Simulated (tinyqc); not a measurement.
# Changing the radius a of the spreading-resistance contact

Model: four-point probe, van der Pauw, Hall and spreading-resistance readings of a semiconductor layer. Computed by tinyqc, a small Python program. Command: `OMP_NUM_THREADS=1 python tinyqc.py 3112381 3112382 out.jsonl probe sweep`. One thread of a shared host (Intel(R) Xeon(R) Processor @ 2.30GHz), about 0.02 s of CPU time with the checks.

The layer is uniform and ohmic; contacts are points unless a radius is given.

Inputs (values chosen for the exercise, modelled on p-type silicon): carrier density n = 6.7e+17 1/cm^3; drift mobility mu = 111 cm^2/(V s); layer thickness t = 4300 micrometre.

Backing of the layer: conducting.

Constants: e = 1.602176634e-19 C.

Method. rho = 1/(e n mu); R_s = rho/t. Flat disc contact with the current density of a half-space: R = (rho/(4 a)) c, c = (4/pi) int_0^infinity K(x t/a) sin(x) J1(x)/x^2 dx for a conducting backing, K = tanh, with the voltage averaged over the disc; c tends to 1 for t >> a.

One run for each value; columns: (1) radius a of the spreading-resistance contact (micrometre); (2) spreading resistance (ohm); (3) factor c; (4) rho/(4 a) (ohm); (5) column estimate rho t/(pi a^2) (ohm):
```
(1)          (2)     (3)    (4)        (5)
140    1.477e+00  0.9856  1.499  5.861e+01
280    7.278e-01  0.9713  0.749  1.465e+01
560    3.532e-01  0.9427  0.375  3.663e+00
1100   1.695e-01  0.8885  0.191  9.493e-01
2200   7.481e-02  0.7845  0.095  2.373e-01
4400   2.928e-02  0.6141  0.048  5.933e-02
8700   9.926e-03  0.4116  0.024  1.518e-02
17000  3.032e-03  0.2457  0.012  3.975e-03
34000  8.312e-04  0.1347  0.006  9.937e-04
```

What does the table show, and why?

Over the rows, spreading resistance (ohm) falls from 1.48 to 8.31e-4 (exponent d ln y / d ln x -1.0 between the first rows and -1.9 between the last); factor c falls from 0.986 to 0.135 (exponent d ln y / d ln x -0.021 between the first rows and -0.87 between the last); rho/(4 a) (ohm) falls from 1.50 to 0.00617 (exponent d ln y / d ln x about -1.00 throughout). At the low end the exponent of spreading resistance is -1.02, close to -1: spreading into a half-space.
